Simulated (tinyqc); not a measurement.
# Thermionic-field emission through a Schottky barrier, WKB: several studies

Metal on an n-type semiconductor with one parabolic valley; V > 0 is forward bias (metal positive). Energies E are counted from the conduction edge of the neutral semiconductor, whose Fermi level lies at -xi; that of the metal lies at -xi - V. The barrier is a parabola of height Vd = phi - xi - V (depletion approximation, no image force).

Parameters, values chosen for the exercise; band and dielectric values close to those of 4H silicon carbide: temperature T = 200 K; electron mass me = 0.37 m0; relative permittivity eps_r = 9.6; barrier height seen from the metal phi = 1.4 eV; donor density Nd = 3.4e17 cm^-3.

Constants: q = 1.602176634e-19 C, kB = 1.380649e-23 J/K, eps0 = 8.8541878128e-12 F/m, hbar = 1.054571817e-34 J s, h = 6.62607015e-34 J s, m0 = 9.1093837015e-31 kg, Vt = kB T/q. Results are converted to the units shown.

Each table varies one quantity; the others keep the values above.

## Contact resistivity against doping

Nc = 2 (2 pi me m0 kB T/h^2)^1.5 (times 1e-6 for cm^-3); Nd = Nc F12(-xi/Vt), F12(x) = (2/sqrt(pi)) int_0^infinity sqrt(u)/(1 + exp(u - x)) du; E00 = (hbar/2) sqrt(Nd/(me m0 eps0 eps_r)) in SI units (volts). For E < Vd, ln T(E) = -(Vd/E00) [sqrt(1 - y) - y ln((1 + sqrt(1 - y))/sqrt(y))], y = E/Vd; T(E) = 1 above. J = A* T (q/kB) int_0^infinity T(E) N(E) dE, N = ln[(1 + exp((-xi - E)/Vt))/(1 + exp((-xi - V - E)/Vt))], A* = 4 pi q me m0 kB^2/h^3 (times 1e-4 for A/(cm^2 K^2)). The integral is converged to the digits shown; the share over the barrier is that of E > Vd, and 0 means below 1e-6 %. The contact resistivity is rho_c = 1/(dJ/dV) at V = 0, where N becomes V f/Vt with f = 1/(1 + exp((E + xi)/Vt)). The last column is the thermionic value Vt exp(phi/Vt)/(A* T^2). By a common rule of thumb, E00/Vt below 0.5 marks thermionic emission, 0.5 to 5 thermionic-field emission and above 5 field emission.

Contact resistivity against doping:
```
Nd (cm^-3),E00/Vt,rho_c (ohm cm^2),thermionic rho_c (ohm cm^2)
9.3e16,0.1743,1.611e26,1.840e27
2.1e17,0.2619,4.149e25,1.840e27
4.9e17,0.4001,3.033e24,1.840e27
1.1e18,0.5995,2.695e22,1.840e27
2.6e18,0.9217,3.446e18,1.840e27
5.9e18,1.388,9.803e12,1.840e27
1.3e19,2.061,8.836e6,1.840e27
3.1e19,3.183,26.18,1.840e27
7.1e19,4.816,0.004750,1.840e27
```

Read the table: what changes, and by how much?

rho_c falls from 1.61e26 to 0.00475 ohm cm^2: 0.088 of the thermionic value in the first row (thermionic emission) and 2.6e-30 of it in the last (thermionic-field emission). Between the last two rows ln rho_c changes by 1.39 eV for each unit of 1/E00, to be set beside phi = 1.4 eV of the rule rho_c ~ exp(phi/E00). Even in the first row most of the current tunnels through the thin top of the barrier.

## Current against forward bias

Same model as above.

n = (dV/d ln J)/Vt.

Current against forward bias:
```
V (V),J (A/cm^2),share over the barrier (%),mean E/Vd,n
0.069,6.766e-26,0.745,0.8914,1.024
0.205,1.315e-22,1.04,0.8908,1.045
0.341,2.493e-19,1.47,0.8900,1.046
0.477,4.680e-16,2.10,0.8890,1.048
0.614,9.177e-13,3.03,0.8878,1.050
0.75,1.674e-9,4.44,0.8863,1.052
0.886,2.983e-6,6.66,0.8845,1.056
1.022,0.005117,10.4,0.8826,1.063
```

J rises from 6.77e-26 to 0.00512 A/cm^2, and n rises from 1.02 to 1.06. The Padovani-Stratton slope is (E00/Vt) coth(E00/Vt) = 1.04; the middle row is 1.2 % above it.

## Contact resistivity against barrier height

Same model as above.

Contact resistivity against barrier height:
```
phi (eV),rho_c (ohm cm^2),thermionic Vt exp(phi/Vt)/(A* T^2) (ohm cm^2)
0.15,1.568e-5,5.837e-5
0.29,0.02814,0.1968
0.42,33.41,371.4
0.56,7.241e4,1.252e6
0.69,9.350e7,2.364e9
0.83,2.140e11,7.969e12
0.96,2.859e14,1.504e16
1.1,6.722e17,5.071e19
```

rho_c rises from 1.57e-5 to 6.72e17 ohm cm^2; between the last two rows it grows by a factor e every 18.0 meV, against E00 coth(E00/Vt) = 17.9 meV and Vt = 17.2 meV for pure emission.

Range of the model: One isotropic valley is assumed; bands with several valleys have a larger Richardson constant and Nc. The depletion approximation, a parabolic band and the neglect of image-force lowering make these currents estimates at high doping.

Computed by the program tinyqc: `OMP_NUM_THREADS=1 python tinyqc.py 2640144 2640145 out.jsonl`, one thread of a shared Intel Xeon 2.30GHz, about 0.06 s for the whole run.
